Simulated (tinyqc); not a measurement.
Strain-driven crossing of the Gamma and L valleys in a germanium-like crystal alloyed with tin, step by step. Values are carried at full precision from step to step, so a last printed digit may differ when a step is redone from the rounded ones.

With tin the unstrained gaps become E(y) = (1 - y) E + y EgS - CS y (1 - y); all other values are kept.
Constants: kB = 8.617333262e-05 eV/K; hc = 1239.841984 eV nm.

Inputs chosen for the exercise (near those of Ge, gaps at low temperature; shifted at random, so the results belong to these values and not to a real crystal):
- Eg = 0.89 eV (gap at Gamma to the s-like level)
- EgL = 0.741 eV (gap to L)
- EgS = (-0.393, 0.143) eV (Gamma and L gaps of the tin end)
- CS = (2.52, 0.97) eV (bowing of the Gamma and L gaps)
- y = 0.03 (tin fraction)
- C11 = 130 GPa
- C12 = 48.4 GPa
- C44 = 67.8 GPa
- load = biaxial (110) (kind of strain)
- e0 = 0.0085 (size of the strain)
- Dso = 0.292 eV (spin-orbit splitting)
- ac = -8.11 eV (conduction deformation potential)
- av = 1.23 eV (valence hydrostatic potential)
- b = -2.53 eV (tetragonal shear potential)
- d = -5.38 eV (trigonal shear potential)
- aL = -1.35 eV (hydrostatic potential of the L edge, Xd + Xu/3)
- XuL = 16.31 eV (uniaxial potential, L)
- mG = 0.0391 m0 (mass at Gamma)
- mL = 0.588 m0 (density-of-states mass of the four L valleys together)
- T = 300 K (temperature)

## Gaps of the unstrained alloy

Give both gaps, their difference, and the y at which they cross (the root of a quadratic between 0 and 0.3).

Gamma and L gaps (eV): [0.7782, 0.6948]

Gamma - L = 0.0833 eV
crossing y = 0.0701

Without strain the alloy is indirect.

## The strain tensor for a biaxial (110) load

Biaxial loads: e0 is the in-plane strain e_par and the normal is free. (001): e_perp = -2 (C12/C11) e_par; exx = eyy = e_par, ezz = e_perp, no shear. (111): e_perp = -(2 C11 + 4 C12 - 4 C44)/(C11 + 2 C12 + 4 C44) e_par; exx = eyy = ezz = (2 e_par + e_perp)/3 and exy = eyz = ezx = (e_perp - e_par)/3. (110): e_perp = -(C11 + 3 C12 - 2 C44)/(C11 + C12 + 2 C44) e_par; exx = eyy = (e_par + e_perp)/2, ezz = e_par, exy = (e_perp - e_par)/2, eyz = ezx = 0. Uniaxial loads: a stress along n, scaled so that n.e.n = e0, with exx = s11 sxx + s12 (syy + szz), exy = s44 sxy/2, s11 = (C11 + C12)/((C11 - C12)(C11 + 2 C12)), s12 = -C12/((C11 - C12)(C11 + 2 C12)), s44 = 1/C44.

Form the tensor and its trace.

strain tensor in the cubic axes, rows x, y, z and columns alike:
```
[[0.002361, -0.006139, 0.000000],
 [-0.006139, 0.002361, 0.000000],
 [0.000000, 0.000000, 0.008500]]
```

tr(e) = 0.013221

## Band edges

Edges from the unstrained valence top: Gamma at Eg + ac tr(e); an L valley with unit axis u at EgL + aL tr(e) + XuL (u.e.u - tr(e)/3), u along [111], [1-1-1], [-11-1], [-1-11]; valence edges are the levels of the 6 x 6 matrix of X, Y, Z times spin with -Dso/3 + l exx + m (eyy + ezz) on the diagonal (cyclic), n exy off it, l = av + 2 b, m = av - b, n = sqrt(3) d. Spin-orbit term (Dso/3) L.sigma on X, Y, Z with (L_k)_ij = -i epsilon_kij: <X+|H|Y+> = -i Dso/3, <X+|H|Z-> = Dso/3, <Y+|H|Z-> = -i Dso/3, <Z+|H|X-> = -Dso/3, <Z+|H|Y-> = i Dso/3, <X-|H|Y-> = i Dso/3, and their conjugates; + and - are the spin along z.

Give the edges and the direct and indirect gaps from the top valence edge.

Gamma edge = 0.6710 eV

L edges (eV): [111] 0.6102, [1-1-1] 0.7437, [-11-1] 0.7437, [-1-11] 0.6102

valence edges from the top (eV): [0.0606, -0.0201, -0.2837]

direct and indirect gap (eV): [0.6104, 0.5497]

The gap is indirect: Gamma lies 61 meV above the lowest L valley. The top two valence edges are 81 meV apart.

## Electrons in the Gamma valley

Non-degenerate, parabolic: share = mG^(3/2)/(mG^(3/2) + (mL^(3/2)/4) sum_i exp(-(E_Li - E_Gamma)/kT)). Also the offset at which four equal L valleys hold half of the electrons, kT ln((mL/mG)^(3/2)), and the wavelength hc/E of the direct gap.

(mL/mG)^(3/2) = 58.32
share in Gamma = 0.324 %
offset for an even split = 105.1 meV
wavelength = 2031 nm

With the L valleys as they lie here, Gamma must be 87 meV below the lowest of them to hold half of the electrons at 300 K; it lies 61 meV above. A direct gap alone is not enough.

## Checks

- Gamma and lowest L edge at e0 = 0.03132, where the linear shifts make them meet (eV): both 0.3831.

Program tinyqc; command `OMP_NUM_THREADS=1 python tinyqc.py 1080225 1080226 out.jsonl`; about 0.01 s on one thread of a shared Intel(R) Xeon(R) Processor @ 2.30GHz.
